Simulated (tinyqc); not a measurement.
What moves the results: temperature and isotope dependence of a band gap in oscillator models. A value that a table varies takes the place of the one given here.

E(T) = E0 - sum_i sl_i th_i n_i(T), n = 1/(exp(th/T) - 1). The same coupling lowers the gap at 0 K by the zero-point term ZP = sum_i sl_i th_i/2, so the gap of the static lattice is E0 + ZP. Thermal expansion is taken as part of the slopes.

Two-parameter forms are made to pass through the falls at the two temperatures T12: Varshni aV T^2/(T + bV), from the line T^2/fall = (T + bV)/aV; one oscillator s1 t1/(exp(t1/T) - 1), with t1 from the ratio of the falls.

Constants: kB = 8.617333262e-05 eV/K; hbar^2/2m0 = 3.80998211 eV angstrom^2.

Values chosen for the exercise (near those of AlN; not measured data):
```
symbol  value             unit   meaning
E0      6.073             eV     gap at 0 K
th      (262, 1066)       K      temperatures of two oscillators
sl      (0.2786, 0.4954)  meV/K  their high-temperature slopes
T12     (440, 1010)       K      temperatures of the fits
mm      0.94              m0     geometric mean of the density-of-states masses
T       50                K      temperature
```

## How far the fits carry

Falls of the gap from E0, and errors of the two fits against the model.

Results:
```
T (K)  fall (meV)  Varshni - model (meV)  one oscillator - model (meV)  fall/ZP
20           0.00                   0.42                          0.00    0.000
50           0.39                   2.14                         -0.39    0.001
100          5.74                   3.88                         -5.03    0.019
200         29.54                   5.63                        -10.33    0.098
300         67.89                   4.97                         -6.22    0.226
400        118.40                   1.61                         -1.47    0.394
600        240.86                  -5.42                          3.25    0.801
800        377.62                  -6.59                          3.07    1.256
```

Below the first fit point the largest errors are +5.63 meV (Varshni, 200 K, on a fall of 29.54 meV) and -10.33 meV (one oscillator, 200 K); a T^2 law cannot freeze out; a single oscillator misses the soft modes. No row lies well beyond the second fit point, so the table does not test extrapolation to high T. The thermal fall equals ZP between 600 and 800 K.

## What the shift does to the intrinsic density

ni = 2 (mm kT/(4 pi c))^(3/2) exp(-E/2kT), c = hbar^2/2m0, with E(T) and with E0; 1 angstrom^-3 = 1e24 cm^-3. Apparent gap from an Arrhenius plot of ni/T^(3/2): E(T) - T dE/dT, dE/dT = -sum sl_i (th_i/T)^2 n_i (1 + n_i).

Results:
```
T (K)  E(T) (eV)  ni (cm^-3)  ni with E(T) / ni with E0  apparent gap (eV)
200       6.0435    8.93e-58                      2.356             6.1056
250       6.0261    3.17e-42                      2.973             6.1222
300       6.0051    8.29e-32                      3.718             6.1405
350       5.9811    2.50e-24                      4.588             6.1585
400       5.9546    1.08e-18                      5.571             6.1753
500       5.8960    9.50e-11                      7.802             6.2040
700       5.7649       0.144                     12.855             6.2445
```

Using E0 in place of E(T) understates ni by a factor that rises from 2.36 to 12.86, towards exp(sum sl/2kB) = 89.2. The slope of an Arrhenius plot returns neither E(T) nor E0 but the intercept of the tangent, 6.1405 eV at 300 K, which lies 68 meV above E0 and tends to the static gap 6.3735 eV.

## What each parameter does

Gap at T, slope -sum sl_i (th_i/T)^2 n_i (1 + n_i) and ZP. Each row changes one parameter from the base and keeps the others.

Results:
```
case                         E(T) (eV)  dE/dT (meV/K)  ZP (meV)
base                            6.0726        -0.0410    300.54
T = 90 K                        6.0688        -0.1442    300.54
E0 = 6.083 eV                   6.0826        -0.0410    300.54
th = (262, 1279) K              6.0726        -0.0410    353.30
sl = (0.3622, 0.4954) meV/K     6.0725        -0.0533    311.50
```

The largest shifts from the base row, up to three for each result and ties (the steps differ in size, so this ranks the rows, not the parameters). E(T) (eV): E0 +0.0100, T -0.0038, sl -0.0001; unchanged at the printed digits by th. dE/dT (meV/K): T -0.1032, sl -0.0123; unchanged at the printed digits by E0 and th. ZP (meV): th +52.76, sl +10.95; unchanged at the printed digits by T and E0.

Computed by tinyqc, a small Python program: `OMP_NUM_THREADS=1 python tinyqc.py 1880262 1880263 out.jsonl` (the numbers bound the seed that draws the inputs); one thread of a shared host (Intel(R) Xeon(R) Processor @ 2.30GHz), about 0.01 s for the whole set of steps.
